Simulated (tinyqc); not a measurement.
# Polycrystalline film, grain-boundary barriers (Seto model): effects of single changes

One-dimensional grains of size Lg with donors N; each boundary has Qt acceptor-like traps per area at one level Et below the band edge. Trapped electrons qt deplete a width w = qt/N (both sides together) and raise a barrier Vb = q N w^2/(8 eps0 eps_r). Current crosses the barriers by thermionic emission at small bias. Abrupt depletion, full ionisation, Boltzmann statistics.

Values chosen for this exercise; values close to those of polycrystalline silicon:
```
symbol    value        unit                                     meaning
T           325           K                                 temperature
eps_r      11.7              relative permittivity of the semiconductor
Lg           50          nm                                  grain size
Qt       2.8e12       cm^-2                  trap density at a boundary
N        2.4e18       cm^-3                               donor density
mg          110  cm^2/(V s)                     mobility inside a grain
vc        3.7e6        cm/s          collection velocity at the barrier
Nc      3.16e19       cm^-3      conduction-band density of states at T
Et         0.38          eV              trap level below the band edge
```

Constants: q = 1.602176634e-19 C, kB = 1.380649e-23 J/K, Vt = kB T/q, eps0 = 8.8541878128e-14 F/cm where lengths are in cm. Results are converted to the units shown.

Each table varies one quantity; the others keep the values above.

## Effect of the donor density

Partly depleted grains: the density at the grain centre is n0 = N and qt = Qt/(1 + 2 (Nc/N) exp((Vb - Et)/Vt)). If that gives qt >= N Lg, the grains are fully depleted: qt = N Lg, w = Lg and n0 = 2 Nc exp((Vb - Et)/Vt)/(Qt/(N Lg) - 1). Resistivity: barriers rb = Vt exp(Vb/Vt)/(q n0 vc Lg), grain interior rg = (1 - w/Lg)/(q mg N); effective mobility 1/(q N (rb + rg)).

Results:

| N (cm^-3) | w/Lg | Vb (V) | n0 (cm^-3) | resistivity (ohm cm) |
|---|---|---|---|---|
| 2.8e16 | 1.000 | 0.01353 | 6.905e12 | 2219 |
| 5.7e16 | 1.000 | 0.02755 | 2.452e13 | 1030 |
| 1.2e17 | 1.000 | 0.05800 | 1.750e14 | 428.1 |
| 2.4e17 | 1.000 | 0.1160 | 3.818e15 | 155.7 |
| 4.8e17 | 0.9374 | 0.2039 | 4.800e17 | 28.56 |
| 2e18 | 0.2798 | 0.07569 | 2.000e18 | 0.09092 |
| 4.1e18 | 0.1366 | 0.03696 | 4.100e18 | 0.02057 |
| 8.3e18 | 0.06747 | 0.01826 | 8.300e18 | 0.008560 |
| 1.7e19 | 0.03294 | 0.008916 | 1.700e19 | 0.003992 |

Estimate the missing row, N = 9.8e17 cm^-3.

Computed row:

| N (cm^-3) | w/Lg | Vb (V) | n0 (cm^-3) | resistivity (ohm cm) |
|---|---|---|---|---|
| 9.8e17 | 0.5618 | 0.1495 | 9.800e17 | 2.031 |

With this row back in the table: As N goes from 2.8e16 to 1.7e19 cm^-3, the barrier goes from 0.0135 through a maximum of 0.204 (at N = 4.8e17 cm^-3 among the rows listed) to 0.00892 V and the resistivity falls from 2220 to 0.00399 ohm cm. The grains are fully depleted in 4 of the 10 rows. The steepest fall, as N^(-4.4), lies between 9.8e17 and 2e18 cm^-3; N* = 5.60e17 cm^-3. The barrier grows with N while the grains are depleted and shrinks once they are not, hence the maximum. At N = 2.8e16, 5.7e16, 4.1e18, 8.3e18, 1.7e19 cm^-3 the barrier is under 2 Vt, where the depletion and emission pictures are rough. At N = 1.7e19 cm^-3 N passes 0.3 Nc, where degeneracy and tunnelling through the thin barriers matter.

## Effect of the grain size

Same model as above.

Effect of the grain size:

| Lg (nm) | w/Lg | Vb (V) | n0 (cm^-3) | resistivity (ohm cm) |
|---|---|---|---|---|
| 10 | 1.0000 | 0.046398 | 2.5450e15 | 97.306 |
| 16 | 0.72893 | 0.063112 | 2.4000e18 | 0.12354 |
| 26 | 0.44857 | 0.063112 | 2.4000e18 | 0.085121 |
| 43 | 0.27123 | 0.063112 | 2.4000e18 | 0.060815 |
| 70 | 0.16661 | 0.063112 | 2.4000e18 | 0.046477 |
| 110 | 0.10603 | 0.063112 | 2.4000e18 | 0.038173 |
| 180 | 0.064794 | 0.063112 | 2.4000e18 | 0.032522 |
| 300 | 0.038876 | 0.063112 | 2.4000e18 | 0.028970 |

As Lg goes from 10 to 300 nm, the barrier rises from 0.0464 to 0.0631 V and the resistivity falls from 97.3 to 0.0290 ohm cm. The grains are fully depleted in 1 of the 8 rows. At Lg = 10 nm the barrier is under 2 Vt, where the depletion and emission pictures are rough.

Numbers from tinyqc (`OMP_NUM_THREADS=1 python tinyqc.py 2610018 2610019 out.jsonl`; about 0.01 s on one thread of a shared Intel Xeon 2.30GHz).
